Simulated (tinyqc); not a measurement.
From results back to parameters: dielectric confinement in a thin film (image charges). Four cases, with inputs chosen for the exercise.

Problem. The self-energy at the centre was computed from a hidden eh.

A film |z| < t/2 of dielectric constant eps between half-spaces of dielectric constant e2; lam = (eps - e2)/(eps + e2), q = e^2/(4 pi eps0). The self-energy of a band edge is taken with the high-frequency value, e2 = eh, and the field of a fixed ion with the static one, e2 = eo. A charge at z has images lam^|n| at n t + (-1)^n z. Its self-energy is S(z) = (q/2 eps) sum over n >= 1 of lam^n [1/(n t - 2z) + 1/(n t + 2z)] for odd n and 2 lam^n/(n t) for even n; at the centre S(0) = -(q/(eps t)) ln(1 - lam).

Constants: e^2/(4 pi eps0) = 14.39964547 eV angstrom.

Case 1.

Values chosen: t = 62 angstrom (film thickness); eps = 11.5 (dielectric constant of the film).
S(0) = 12.9887 meV

Case 2.

Values chosen: t = 60 angstrom (film thickness); eps = 16.1 (dielectric constant of the film).
S(0) = 13.4389 meV

Case 3.

Values chosen: t = 64 angstrom (film thickness); eps = 11.5 (dielectric constant of the film).
S(0) = 23.7985 meV

Case 4.

Values chosen: t = 32 angstrom (film thickness); eps = 16 (dielectric constant of the film).
S(0) = 25.2159 meV

Find: lam; eh.

Solution. lam = 1 - exp(-S(0) eps t/q), and eh = eps (1 - lam)/(1 + lam).

Case 1.

lam = 0.4744
eh = 4.1

Case 2.

lam = 0.5941
eh = 4.1

Case 3.

lam = 0.7037
eh = 2.0

Case 4.

lam = 0.5920
eh = 4.1

Computed by tinyqc, one run a case: `OMP_NUM_THREADS=1 python tinyqc.py N N+1 out.jsonl` with N = 1280479, 1280491, 1280623, 1280629; one thread of a shared Intel(R) Xeon(R) Processor @ 2.30GHz, about 0.09 s a run at most.
